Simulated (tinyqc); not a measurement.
Worked calculation: polar nitride quantum well with polarisation fields. Values are carried at full precision from step to step, so a last printed digit may differ when a step is redone from the rounded ones.

Growth along [0001]. e_par = (a_sub - a)/a, Ppz = 2 e_par (e31 - e33 C13/C33), P = Psp + Ppz in each layer; strain relaxation and the strain shift of the gaps are left out, although thick layers with more than about 1 % mismatch would relax.

Constants: hbar^2/2m0 = 3.80998211 eV angstrom^2; hc = 1239.841984 eV nm.

Parameters, chosen for this exercise (near those of an InGaN well in GaN; not measured data): a_w = 3.225 angstrom (lattice constant a, well); a_b = 3.189 angstrom (lattice constant a, barrier); a_sub = 3.189 angstrom (in-plane lattice constant of the stack); Psp_w = -0.0304 C/m^2 (spontaneous polarisation); Psp_b = -0.0346 C/m^2 (spontaneous polarisation); e31_w = -0.344 C/m^2; e31_b = -0.321 C/m^2; e33_w = 0.685 C/m^2; e33_b = 0.659 C/m^2; C_w = 0.279 (C13/C33); C_b = 0.264 (C13/C33); Lw = 17 angstrom (well width); Lb = 45 angstrom (barrier width); eps_w = 10.6 (dielectric constant); eps_b = 10.5 (dielectric constant); Eg = 3.039 eV (gap of the well); Vc = 0.273 eV (conduction offset); Vv = 0.128 eV (valence offset); me = 0.187 m0 (electron, well); meb = 0.2 m0 (electron, barrier); mh = 1.25 m0 (hole, everywhere).

## Strain and polarisation

Give strain and polarisation of well and barrier; the bound sheet charge is |P_w - P_b|/e with e = 1.602176634e-19 C.

Layers:
```
layer       e_par  Ppz (C/m^2)  P (C/m^2)
well     -0.01116      0.01195   -0.01845
barrier   0.00000      0.00000   -0.03460
```

sheet charge = 1.008 x 1e13/cm^2

Of P_w - P_b = +0.0161 C/m^2 the piezoelectric part gives +0.0119 and the spontaneous part +0.0042.

## Built-in fields

In a periodic stack without free charge the potential drop over a period vanishes: F_w = (P_b - P_w) Lb/(eps0 (eps_w Lb + eps_b Lw)), F_b = -F_w Lw/Lb, eps0 = 8.8541878e-12 F/m; 1 MV/cm = 1e8 V/m = 0.01 V/angstrom.

Give both fields and the drop |F_w| Lw across the well.

F_w = -1.252 MV/cm
F_b = 0.473 MV/cm
drop = 0.213 eV

## Levels with and without the field

Envelope functions on cells of 0.25 angstrom over barrier, well, barrier (widths Lb, Lw, Lb), psi = 0 beyond, psi'/m continuous (mean mass between points), c = hbar^2/2m0. With u(z) the integral of e F (F_w in the well, F_b = -F_w Lw/Lb in the barriers, 1 MV/cm = 0.01 V/angstrom), zero at the centre of the well, the electron sees u plus Vc in the barriers and the hole -u plus Vv. The transition is Eg + E_e + E_h; excitons are left out.

Ground states of electron and hole, their centres, the squared overlap, the transition and its wavelength hc/E.

Results:
```
case            E_e (eV)  E_h (eV)  <z>_e  <z>_h  overlap^2  E (eV)     nm
no field          0.1484    0.0402    0.0    0.0      0.916  3.2276  384.1
built-in field    0.1358    0.0100    3.9   -5.5      0.581  3.1848  389.3
```

The field shifts the line by -43 meV, pulls the carriers 9.4 angstrom apart and, with the rate proportional to overlap^2, lengthens the radiative lifetime by a factor 1.58.

## Estimate from two triangular wells

For a strong field: E = Eg - |e F_w| Lw + a0 (c (e F_w)^2)^(1/3) (me^(-1/3) + mh^(-1/3)), a0 = 2.338107, hard walls, c = hbar^2/2m0, 1 MV/cm = 0.01 V/angstrom.

electron term = 0.3443 eV
hole term = 0.1828 eV
E = 3.3533 eV

The electron term exceeds the drop across the well, so the electron still feels the far wall and the estimate is outside its range. Against the grid result 3.1848 eV the estimate errs by +168 meV: +102 from the electron and +66 from the hole, since hard walls stand in for offsets of 0.273 and 0.128 eV into which the carriers leak.

## Checks

- Electron level without field against the matching condition of the square well, eV: both 0.148.

Program tinyqc; command `OMP_NUM_THREADS=1 python tinyqc.py 1250490 1250491 out.jsonl`; about 0.04 s on one thread of a shared Intel(R) Xeon(R) Processor @ 2.30GHz.
